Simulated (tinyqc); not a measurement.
Length of a molecular wire: coherent transport through a tight-binding bridge. Computed by the program tinyqc. 

A uniform bridge between two chains:
```
parameter                        value
site energy (eV)              0.370000
hopping in the bridge (eV)    1.090000
lead hopping (eV)             2.590000
couplings (eV)              0.91, 1.05
E (eV)                       -0.290000
```

T = Gamma_L Gamma_R |G_1n|^2 with the self-energies of semi-infinite chains.

Transmission against length:
```
sites           T    ln T
2      6.0582e-01  -0.501
3      3.6186e-01  -1.016
4      9.8023e-01  -0.020
5      3.6300e-01  -1.013
6      6.0067e-01  -0.510
7      5.8461e-01  -0.537
8      3.6686e-01  -1.003
9      9.7872e-01  -0.022
10     3.5844e-01  -1.026
```

E lies inside the band of the bridge (|E - e|/2h = 0.303 < 1): T does not decay but oscillates with length, between 0.358 and 0.980 here, as levels of the bridge pass E.
